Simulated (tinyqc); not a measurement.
Two-mode optical phonons of a ternary alloy from two coupled oscillators: one step, computed by the program tinyqc.

An alloy A(x)B(1-x)C has an A-C and a B-C bond oscillator. Each TO frequency moves linearly from the impurity mode (dilute end) to the TO of the pure crystal; each strength is proportional to the number of bonds.

Problem. The two oscillators. omega_1 = (impurity mode of A) + x (omega_TO,AC - impurity mode of A); omega_2 = (impurity mode of B) + (1 - x)(omega_TO,BC - impurity mode of B); eps_inf = x eps_AC + (1 - x) eps_BC; strengths W_1 = x eps_AC (omega_LO,AC^2 - omega_TO,AC^2), W_2 = (1 - x) eps_BC (omega_LO,BC^2 - omega_TO,BC^2).

Inputs (values chosen for the exercise, for a model alloy):
```
quantity,value,unit
omega_TO of pure AC,706,1/cm
omega_LO of pure AC,852,1/cm
omega_TO of pure BC,464,1/cm
omega_LO of pure BC,539,1/cm
eps_inf of AC,4.44,-
eps_inf of BC,9.53,-
impurity mode of A in BC,664,1/cm
impurity mode of B in AC,423,1/cm
fraction x of A,0.8,-
```

Give: omega_1 (A-C, TO); omega_2 (B-C, TO); eps_inf; W_1; W_2.

Solution.

omega_1 (A-C, TO) = 697.6 1/cm

omega_2 (B-C, TO) = 431.2 1/cm

eps_inf = 5.458

W_1 = 8.0797e+05 1/cm^2

W_2 = 1.4338e+05 1/cm^2
